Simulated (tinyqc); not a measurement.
p-type polysilicon, carrier trapping at grain boundaries: one step of the calculation.

One-dimensional grains of size Lg, uniform ionised doping N, monovalent traps Qt at each boundary at a depth Et below (for electrons) or above (for holes) the band edge there, abrupt depletion of width W on each side of a boundary, Boltzmann statistics. xi is the distance from the band edge at the grain centre to the Fermi level. Trapped charge Qt/(1 + exp((xi + VB - Et)/Vt)) = 2 N W, barrier VB = q N W^2/(2 eps0 eps_r).

Question. Resistivity and effective mobility. n0 = NB exp(-xi/Vt); mean density n0 (1 - 2 W/Lg) by charge balance in a partly depleted grain, and n0 (sqrt(pi)/2) erf(u)/u with u = sqrt(VB/Vt) in a fully depleted one; v = sqrt(kB T/(2 pi ms m0)); barrier resistivity Vt exp(VB/Vt)/(q fe n0 v Lg); grain resistivity (1 - 2 W/Lg)/(q n0 mug); effective mobility 1/(q mean density total resistivity).

Parameters, values chosen for the exercise; values of the order met in polycrystalline silicon:
```
symbol    value        unit                                 meaning
T           300           K                             temperature
NB      2.65e19       cm^-3     valence-band density of states at T
Lg           28          nm                              grain size
ms         0.26          m0            mass for thermionic emission
fe            1              correction factor of the emission rate
mug          75  cm^2/(V s)              mobility inside the grains
```

Constants: q = 1.602176634e-19 C, kB = 1.380649e-23 J/K, m0 = 9.1093837015e-31 kg, Vt = kB T/q. Results are converted to the units shown.

W = 14 nm
xi = 0.29123378 V
VB = 0.036375847 V

Wanted: n0; mean density; v; barrier resistivity; grain resistivity; resistivity; effective mobility.

Answer.

n0 = 3.3942e14 cm^-3
mean density = 2.2989e14 cm^-3
v = 5.2757e6 cm/s
barrier resistivity = 131.43 ohm cm
grain resistivity = 0.0000 ohm cm
resistivity = 131.43 ohm cm
effective mobility = 206.57 cm^2/(V s)

The resistivity is 379 times that of a single crystal with the same N and mobility mug, and the mean density is 0.0958 % of N. The effective mobility exceeds mug only because drift through the depleted grain is left out.

Numbers from tinyqc (`OMP_NUM_THREADS=1 python tinyqc.py 2830204 2830205 out.jsonl`; about 0.01 s on one thread of a shared Intel Xeon 2.30GHz).
